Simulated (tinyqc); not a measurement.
Inside a calculation: cyclotron resonance of ellipsoidal valleys, Si type. Values are carried at full precision from step to step, so a last printed digit may differ when a step is redone from the rounded ones.

Valleys along [100], [010], [001] (each with its opposite partner), mass ml along the axis and mt across it. B lies in the (1-10) plane, b = (sin(theta)/sqrt2, sin(theta)/sqrt2, cos(theta)). For the angle phi between B and the axis, 1/mc^2 = cos^2(phi)/mt^2 + sin^2(phi)/(mt ml). Resonance: h nu = 2 muB B/mc, h = 2 pi hbar.

Constants: hbar = 6.58211957e-16 eV s; muB = 5.788381798e-05 eV/T.

Parameters, chosen for this exercise (near those of Si; not measured data): theta = 76 degrees (angle of B from [001] towards [110]); ml = 0.892 m0 (longitudinal mass); mt = 0.195 m0 (transverse mass); nu = 140 GHz (microwave frequency); tau = 27 ps (scattering time).

## Angles to the valley axes

Give b and cos^2(phi) for each axis.

b: 0.6861  0.6861  0.2419

cos^2(phi): [100] 0.4707, [010] 0.4707, [001] 0.0585

## Cyclotron masses and resonance fields

For each axis, mc and B = h nu mc/(2 muB).

Resonances:
```
axis   mc (m0)   B (T)
[100]   0.2546  1.2735
[010]   0.2546  1.2735
[001]   0.3793  1.8969
```

2 distinct masses appear; the limits are mt = 0.195 (B along the axis) and sqrt(ml mt) = 0.4171 (B across it).

## The same from the mass tensor

For the valley along [001]: M = mt 1 + (ml - mt) a a^T, and mc^2 = det M/(b M b).

M (m0), lower triangle:
```
        x       y       z
x  0.1950
y       0  0.1950
z       0       0  0.8920
```

det M = 0.033918
b M b = 0.2358
mc = 0.3793 m0

## Line shape

For linear polarisation and one isotropic mass the absorbed power goes as P = [1 + (w^2 + wc^2) tau^2]/([1 + (wc^2 - w^2) tau^2]^2 + 4 w^2 tau^2), w = 2 pi nu. List it for wc/w = 0, 0.5, 0.8, 0.9, 1, 1.1, 1.2, 1.5 and 2, which is B over the resonance field.

w tau = 23.750

Power:
```
wc/w          P
0.0    0.001770
0.5    0.003914
0.8     0.02149
0.9     0.07554
1.0      0.5002
1.1     0.07549
1.2     0.02140
1.5    0.003662
2.0   0.0009833
```

The largest listed value lies at wc/w = 1.0, 282.7 times the zero-field value. With w tau well above 1 the line is sharp, of relative half width about 1/(w tau). The closest two lines of this crystal are 48.9 % apart, so they are resolved.

## Checks

- Rotation frequency of dv/dt = -M^-1 (v x b) for the valley along [001], in units of e B/m0, against 1/mc: both 2.6366.

Computed by tinyqc, a small Python program: `OMP_NUM_THREADS=1 python tinyqc.py 1280846 1280847 out.jsonl` (the numbers bound the seed that draws the inputs); one thread of a shared host (Intel(R) Xeon(R) Processor @ 2.30GHz), about 0.01 s for the whole set of steps.
